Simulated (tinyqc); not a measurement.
# CMOS latch-up, two-transistor model: effect of the temperature

A parasitic pnp (emitter at Vdd, base shunted by Rw) and npn (emitter at ground, base shunted by Rs) feed each other: the npn collector current flows out of the pnp base node, the pnp collector current into the npn base node. Forward-active transistors with constant gains: Icn = Isn exp(Vn/Vt), Icp = Isp (exp(Vp/Vt) - 1). A current Ii is injected into the npn base node.

Isn, Isp and Von are given at 250 K; the currents scale as T^3 exp(-1.12 V/Vt), Von falls by 1.5 mV/K, gains and resistances are fixed. Node equations: Vp/Rw + Icp/bp = Icn and Vn/Rs + Icn/bn = Icp + Ii. Loop gain G = gn gp/[(1/Rw + gp/bp)(1/Rs + gn/bn)], gn = Icn/Vt, gp = (Icp + Isp)/Vt; the off state ends where G = 1, and Ii there is the trigger current. On state with both base-emitter voltages at Von: npn base current Ib = (Von/Rs + bp Von/Rw)/(bn bp - 1), holding current Ih = (bn + 1) Ib + Von/Rs, holding voltage Vh = Vsat + Von + R2 (Ib + Von/Rs).

Parameters, values chosen for the exercise; values close to those of bulk CMOS: current gain of the npn bn = 7.5; current gain of the pnp bp = 3.5; saturation current of the npn at the reference temperature Isn = 8.2e-19 A; saturation current of the pnp at the reference temperature Isp = 9.9e-20 A; substrate resistance shunting the npn Rs = 490 ohm; well resistance shunting the pnp Rw = 980 ohm; resistance from the pnp collector to the npn base R2 = 160 ohm; base-emitter voltage in the on state Von = 0.81 V; saturation voltage Vsat = 0.18 V; supply voltage Vdd = 1.2 V.

Constants: q = 1.602176634e-19 C, kB = 1.380649e-23 J/K, Vt = kB T/q. Results are converted to the units shown.

Results:
```
T (K)  Vn at trigger (V)  trigger current (mA)  Ih (mA)   Vh (V)
233              0.77143                1.6670   3.2836   1.3180
293              0.65995                1.4222   2.9299   1.1954
323              0.60195                1.2950   2.7530   1.1341
353              0.54242                1.1644   2.5762   1.0729
383              0.48128                1.0303   2.3993   1.0116
413              0.41840               0.89219   2.2225  0.95026
443              0.35361               0.74959   2.0456  0.88897
```

Estimate the missing row, T = 263 K.

Computed row:
```
T (K)  Vn at trigger (V)  trigger current (mA)  Ih (mA)  Vh (V)
263              0.71644                1.5462   3.1067  1.2567
```

With this row back in the table: As T goes from 233 to 443 K, the trigger current falls from 1.67 to 0.750 mA, Ih falls from 3.28 to 2.05 mA and Vh falls from 1.32 to 0.889 V. Vh exceeds the supply Vdd = 1.2 V, which then cannot sustain a latched state, in 2 of the 8 rows.

Program tinyqc, `OMP_NUM_THREADS=1 python tinyqc.py 2670003 2670004 out.jsonl`; Intel Xeon 2.30GHz, shared host, one thread, about 0.05 s.
